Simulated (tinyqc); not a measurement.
Comparisons within one model: thin (001) film in sp3s* tight binding with raised dangling bonds. A value that a table varies takes the place of the one given here.

Planes alternate anion (a), cation (c) along [001], a/4 apart, starting with an anion; zero in-plane momentum; levels counted from the bulk Ev, the lower root of [[Epa, Vxx], [Vxx, Epc]]; no spin-orbit coupling. Block of s, pz, s*: from an anion to the cation above, Vss/2 (s,s), Vsapc/2 (s,z), -Vscpa/2 (z,s), Vxx/2 (z,z), Vxapc/2 (s*,z), -Vpaxc/2 (z,s*); to the cation below the same with the s-z and s*-z signs reversed. Block of u = (px + py)/sqrt2 and v = (px - py)/sqrt2: to the cation above (Vxx + Vxy)/2 for u and (Vxx - Vxy)/2 for v, to the cation below the reverse. Each surface atom has two dangling sp3 hybrids; raising both by dl adds (dl/2) [[1, t], [t, 1]] to its s, pz levels (t = -1 at the bottom face, +1 at the top) and dl to the one of u, v in whose plane the missing bonds lie (v for a bottom anion or a top cation, u for a top anion).

Values chosen for the exercise (near a published set for Si, fitted to gaps, whose masses and valley positions are rough; the results hold for these values, not for the real material):

| symbol | value | unit | meaning |
|---|---|---|---|
| p | (-4.189, 1.716, -4.189, 1.716, 6.694, 6.694, -8.294, 1.718, 4.562, 5.745, 5.745, 5.362, 5.362) | eV | order Esa, Epa, Esc, Epc, Exa, Exc, Vss, Vxx, Vxy, Vsapc, Vscpa, Vxapc, Vpaxc |
| Nw | 30 |  | planes in the thicker film |
| a | 5.431 | angstrom | lattice constant |
| dp | 30 | eV | value of dl for the passivated films |
| Ns | (6, 8, 13, 21, 26, 34, 51, 65) |  | numbers of planes |
| N0 | 14 |  | first number of planes |

## States in the gap of a film

edges (eV): Gamma 3.43600, Delta 1.19767

Levels between 0 and the lower bulk edge, the largest weight on the two outer planes of both faces among them, and the nearest levels outside, for several shifts dl.

Film of Nw planes:

| dl (eV) | levels in the gap | at (eV) | surface weight | next above (eV) | next below (eV) |
|---|---|---|---|---|---|
| 0 | 2 | 0.283, 0.297 | 0.70 | 1.2256 | -0.0447 |
| 1 | 2 | 0.754, 0.756 | 0.81 | 1.2260 | -0.0447 |
| 2 | 2 | 1.189, 1.197 | 0.45 | 1.2339 | -0.0447 |
| 3 | 0 | - | - | 1.2233 | -0.0447 |
| 5 | 0 | - | - | 1.2249 | -0.0447 |
| 10 | 0 | - | - | 1.2251 | -0.0447 |
| 30 | 0 | - | - | 1.2251 | -0.0447 |
| 100 | 0 | - | - | 1.2252 | -0.0447 |

Can the levels of the bare film be read as confined subbands?

No: with bare surfaces (dl = 0) 2 levels lie in the bulk gap, with up to 70 % of the weight on the four outer planes, two a face, where an even spread gives 13 %; these are dangling-bond states, not subbands. The reruns show the bulk gap clear from dl = 3 eV on, and at dl = 30 eV the next level above lies 0.0 meV from its value at 100 eV.

## Gap against thickness

Passivated films (finite dp, so levels can still be some meV from their limit), thickness N a/4. Highest level below mid-gap (either block) and the two lowest above it. The exponents are -d ln(shift)/d ln N between the sixth and the last film, for the valence level and for the mean of the two conduction levels.

Levels (eV):

| N | thickness (angstrom) | Ev1 | Ec1 | Ec2 | gap |
|---|---|---|---|---|---|
| 6 | 8.15 | -0.5063 | 1.6528 | 1.8398 | 2.1591 |
| 8 | 10.86 | -0.3530 | 1.4919 | 1.5720 | 1.8448 |
| 13 | 17.65 | -0.2034 | 1.3310 | 1.3419 | 1.5344 |
| 21 | 28.51 | -0.0906 | 1.2535 | 1.2547 | 1.3441 |
| 26 | 35.30 | -0.0574 | 1.2345 | 1.2358 | 1.2919 |
| 34 | 46.16 | -0.0358 | 1.2195 | 1.2205 | 1.2553 |
| 51 | 69.25 | -0.0178 | 1.2078 | 1.2078 | 1.2256 |
| 65 | 88.25 | -0.0112 | 1.2039 | 1.2040 | 1.2151 |

exponents: valence 1.79, conduction 1.96

What does this show, and why?

The gap is 2.159 eV at 8.1 angstrom and 1.215 eV at 88.3, against 1.198 eV in the bulk along this line. At 21 planes the conduction side gives 56 meV of the widening and the valence side 91 meV. A hard-walled parabolic band has exponent 2; departures come from the offset between N a/4 and the effective width, from non-parabolicity and from the termination (odd and even N end differently: in the direction of the bond rows at the two faces and, in a compound, in the kind of atom), which also makes single steps in N uneven. Ec1 and Ec2 are the doublet of the two Delta valleys along the normal.

## Valley splitting plane by plane

kz of the minimum = 0.72982 2 pi/a

Ten passivated films from N0 planes on; the phase is N pi k0/2 modulo pi, k0 the position of the bulk minimum.

Lowest doublet:

| N | phase/pi | mean shift (meV) | splitting (meV) |
|---|---|---|---|
| 14 | 0.109 | 121.58 | 20.684 |
| 15 | 0.474 | 106.46 | 6.740 |
| 16 | 0.839 | 94.50 | 9.525 |
| 17 | 0.203 | 84.47 | 11.417 |
| 18 | 0.568 | 75.60 | 1.175 |
| 19 | 0.933 | 68.41 | 7.491 |
| 20 | 0.298 | 62.05 | 6.218 |
| 21 | 0.663 | 56.46 | 1.162 |
| 22 | 0.028 | 51.78 | 5.582 |
| 23 | 0.393 | 47.50 | 3.152 |

How do the results move?

The splitting ranges from 1.16 meV (N = 21) to 20.68 meV (N = 14), while the mean shift goes from 122 to 47 meV and falls steadily. The splitting changes direction 6 times in these ten films, and one plane more changes it by up to 13.94 meV: it hangs on the phase between the two faces, which is why atomic steps matter.

## What each change does

A film of Nw planes with shift dp: highest level below mid-gap (half the lower bulk edge) and the two lowest above. Each row changes one parameter from the base and keeps the others.

Results:

| case | Ev1 (eV) | Ec1 (eV) | Ec2 (eV) |
|---|---|---|---|
| base | -0.0447 | 1.2251 | 1.2272 |
| Nw = 32 | -0.0399 | 1.2226 | 1.2230 |
| dp = 15 eV | -0.0447 | 1.2251 | 1.2270 |

What can be read from the table?

The largest shifts from the base row, up to three for each result and ties (the steps differ in size, so this ranks the rows, not the parameters). Ev1 (eV): Nw +0.0048; unchanged at the printed digits by dp. Ec1 (eV): Nw -0.0025; unchanged at the printed digits by dp. Ec2 (eV): Nw -0.0042, dp -0.0002. An odd change of Nw also changes which atoms end the film, so levels need not move as thickness alone would move them; the row for dp shows how far the passivation is from converged.

tinyqc: `OMP_NUM_THREADS=1 python tinyqc.py 1450623 1450624 out.jsonl`; about 0.4 s, one thread, shared Intel(R) Xeon(R) Processor @ 2.30GHz.
